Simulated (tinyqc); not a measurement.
# Admittance spectroscopy of a deep trap: two studies

Schottky contact on an n-type layer with shallow donors Nd (all ionised) and a donor-like deep trap, neutral when filled and positive when empty; depletion approximation. Traps within lam of the depletion edge stay filled. The traps at xt = W - lam, where the level crosses the Fermi level, follow a slow signal and not a fast one. w = 2 pi f.

Parameters, values chosen for the exercise; material values close to those of indium phosphide:
```
symbol,value,unit,meaning
eps_r,12.5,,relative permittivity
Nc,5.6e17,cm^-3,conduction-band density of states at 300 K
vth,4.2e7,cm/s,thermal velocity at 300 K
Nd,4.8e15,cm^-3,shallow donor density
Vbi,0.93,V,built-in voltage
Et,0.2,eV,depth of the trap below the conduction edge
sn,7e-15,cm^2,capture cross-section
Nt,2.1e14,cm^-3,trap density
Vr,0.9,V,reverse bias
T,172,K,temperature
```

Constants: q = 1.602176634e-19 C, kB = 1.380649e-23 J/K, eps0 = 8.8541878128e-14 F/cm where lengths are in cm. Results are converted to the units shown.

Each table varies one quantity; the others keep the values above.

## Effect of the trap density

Emission rate en = sn vth(T) Nc(T) exp(-Et/kB T) = sn g T^2 exp(-Et/kB T), g = vth Nc/(300 K)^2, as vth goes as T^0.5 and Nc as T^1.5 (degeneracy factor 1). lam = sqrt(2 eps0 eps_r (EF - ET)/(q Nd)), EF - ET = Et - (kB T/q) ln(Nc(T)/Nd), Nc(T) = Nc (T/300 K)^1.5. In the steady state at the band bending V, 2 eps0 eps_r V/q = Nd W^2 + Nt (W - lam)^2 (the second term only if W > lam). V = Vbi + Vr. C_HF = eps0 eps_r/W, C_LF = eps0 eps_r (Nd + Nt)/(Nd W + Nt xt). Inflection frequency w0 = 2 en [1 + Nt xt/(Nd W)]; C = C_HF + (C_LF - C_HF)/(1 + (w/w0)^2), G/w = (C_LF - C_HF)(w/w0)/(1 + (w/w0)^2).

Effect of the trap density:

| Nt (cm^-3) | W (nm) | step (% of C_HF) | w0/(2 en) |
|---|---|---|---|
| 1.2e14 | 721.1 | 0.6881 | 1.018 |
| 2.1e14 | 717.7 | 1.194 | 1.031 |
| 3.9e14 | 711.1 | 2.182 | 1.058 |
| 7.2e14 | 699.7 | 3.914 | 1.107 |
| 1.3e15 | 681.5 | 6.744 | 1.191 |
| 2.4e15 | 652.2 | 11.51 | 1.345 |
| 4.4e15 | 611.1 | 18.78 | 1.614 |
| 8e15 | 559.8 | 29.13 | 2.065 |
| 1.5e16 | 499.8 | 44.15 | 2.862 |

The step rises from 0.688 to 44.1 %, as Nt^(0.99) between the first two rows and Nt^(0.66) between the last two, and w0/(2 en) rises from 1.02 to 2.86: for Nt near Nd the rule w0 = 2 en overstates the cross-section by that factor.

## Admittance against frequency

Same model as above.

V = Vbi + Vr.

Results:

| f (Hz) | C (nF/cm^2) | G/w (nF/cm^2) |
|---|---|---|
| 1100 | 15.605 | 0.0082459 |
| 2400 | 15.603 | 0.017856 |
| 5000 | 15.598 | 0.036057 |
| 11000 | 15.574 | 0.068778 |
| 47000 | 15.460 | 0.075506 |
| 99000 | 15.432 | 0.042964 |
| 2.1e5 | 15.424 | 0.021207 |
| 4.4e5 | 15.422 | 0.010228 |
| 9.2e5 | 15.421 | 0.0049033 |

Estimate the missing row, f = 22000 Hz.

Computed row:

| f (Hz) | C (nF/cm^2) | G/w (nF/cm^2) |
|---|---|---|
| 22000 | 15.523 | 0.091534 |

With this row back in the table: C falls from 15.6 to 15.4 nF/cm^2, between C_LF = 15.6 and C_HF = 15.4, and G/w goes from 0.00825 through a maximum of 0.0915 (at f = 22000 Hz among the rows listed) to 0.00490 nF/cm^2. The exact peak is half of the step, 0.0921 nF/cm^2, at 24500 Hz.

tinyqc, about 0.01 s, one thread, Intel Xeon 2.30GHz (shared host): `OMP_NUM_THREADS=1 python tinyqc.py 2050113 2050114 out.jsonl`
